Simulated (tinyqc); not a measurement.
Classical nucleation, growth and JMAK kinetics of crystallisation from a melt or glass: one step, computed by the program tinyqc. Command: `OMP_NUM_THREADS=1 python tinyqc.py 3012984 3012985 out.jsonl nucl walk`. One thread of a shared host (Intel(R) Xeon(R) Processor @ 2.30GHz), about 0.01 s of CPU time with the checks.

A spherical nucleus cap on a flat wall with a sharp interface of isotropic energy gamma; lambda = Omega^(1/3) is the jump distance.

Problem. Critical nucleus. Driving force per volume: dG = H [(T_m - T)/T_m] [2 T/(T_m + T)]. Shape factor f = (2 + cos theta)(1 - cos theta)^2/4. W(r) = f [4 pi r^2 gamma - (4/3) pi r^3 dG]; r* = 2 gamma/dG; W* = f 16 pi gamma^3/(3 dG^2); n* = f (4/3) pi r*^3/Omega.

Inputs (values chosen for the exercise, for a model substance): melting point T_m = 1040 K; heat of melting per volume H = 554 J/cm^3; interface energy gamma = 0.0829 J/m^2; atomic volume Omega = 28 angstrom^3; temperature T = 629 K; contact angle theta = 145 degrees.

Nucleation: on a flat wall. Driving force: Thompson-Spaepen.

Constants: e = 1.602176634e-19 C; k_B = 1.380649e-23 J/K.

Give: driving force dG; shape factor f; critical radius r*; barrier W*; atoms in the nucleus n*; W*/(k_B T).

Solution.

driving force dG = 165.0 J/cm^3

shape factor f = 0.9769

critical radius r* = 1.005 nm

barrier W* = 2.137 eV

atoms in the nucleus n* = 148.2

W*/(k_B T) = 39.43

The wall leaves r* unchanged and cuts the barrier to 97.7 % of the homogeneous value. W* equals n* Omega dG/2 = 2.137 eV.
